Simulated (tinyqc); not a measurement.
Worked calculation: one-electron ion in a basis of Gaussians. One step of it, computed by the program tinyqc.

Question. Generalised eigenproblem. Solve H C = S C e through S^(-1/2); each column has its largest component positive (the first on a tie).

H = T + V (hartree):
```
,1,2
1,-0.029723,-0.020689
2,-0.020689,-0.047577
```

S:
```
,1,2
1,1.000000,0.429742
2,0.429742,1.000000
```

Give: eigenvalues of S; eigenvalues; coefficients.

Answer.

eigenvalues of S: 0.5703  1.4297

eigenvalues (hartree): -0.0476  -0.0254

coefficients:
```
,1,2
1,0.0134,1.1074
2,0.9942,-0.4880
```

For Z = 1 and l = 2 the exact lowest level is -Z^2/(2 n^2) with n = l + 1: -0.055556 hartree.
